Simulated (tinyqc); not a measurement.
Grain-boundary diffusion: Harrison regimes, Fisher and Le Claire analysis, Hart average: one step, computed by the program tinyqc.

A boundary is a slab of width delta with diffusivity D_b, normal to a surface held at constant concentration; it leaks into grains of diffusivity D.

Question. Regime. l = sqrt(D t); P = s delta D_b; alpha = s delta/(2 l); beta = P/(2 D l). Regime A if l > 3 d, C if alpha > 1, B if alpha < 0.1, l < d/4 and beta > 10, otherwise a transition.

Inputs (values chosen for the exercise, for a model polycrystal):
```
quantity              value  unit
boundary width delta   0.56    nm
segregation factor s     10     -
grain size d           0.16    um
temperature T          1620     K
time t                11000     s
```

D = 8.101780e-19 m^2/s

triple product P = 3.612078e-21 m^3/s

Give: lattice diffusion length l; alpha; beta; regime.

Answer.

lattice diffusion length l = 0.09440 um

alpha = 0.02966

beta = 23613

Regime: transition

The run lies between the ideal regimes.
